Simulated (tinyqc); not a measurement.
Ellipsoidal valleys in the axes of a wafer and a channel: one step. Tensors of the valley [1-1-1].

Valleys with axes a along [111], [1-1-1], [-11-1] and [-1-11], one whole valley each; inverse mass tensor w = 1/mt + (1/ml - 1/mt) a a. Device axes: z = nz/|nz|, x = nx/|nx|, y = z cross x; in them a = (ax, ay, az). Confinement mass mz = 1/w_zz. In the plane w_ij is replaced by u_ij = w_ij - w_iz w_jz/w_zz (i, j = x, y); density-of-states mass md = 1/sqrt(det u); conductivity mass along x mc = 1/u_xx; ballistic transport mass mx = u_yy/det u, width mass my = 1/u_yy.

Inputs chosen for the exercise (out of a larger set: near those of the L valleys of GaAs; not measured data): ml = 1.852 m0 (longitudinal mass); mt = 0.072 m0 (transverse mass).

valley axes:
```
                ax         ay         az
[111]     0.577350   0.577350   0.577350
[1-1-1]   0.577350  -0.577350  -0.577350
[-11-1]  -0.577350   0.577350  -0.577350
[-1-11]  -0.577350  -0.577350   0.577350
```

Problem. Form w and the reduced tensor u.

Give: w; u.

Solution.

w (1/m0):
```
        x        y        z
x  9.4392   4.4496   4.4496
y  4.4496   9.4392  -4.4496
z  4.4496  -4.4496   9.4392
```

u (1/m0):
```
        x       y
x  7.3417  6.5472
y  6.5472  7.3417
```

The axis is tilted against the normal, so w_xz or w_yz is not zero and the reduction changes the masses in the plane.

(tinyqc, `OMP_NUM_THREADS=1 python tinyqc.py 1880807 1880808 out.jsonl`, Intel(R) Xeon(R) Processor @ 2.30GHz, 1 thread, shared host, about 0.01 s.)
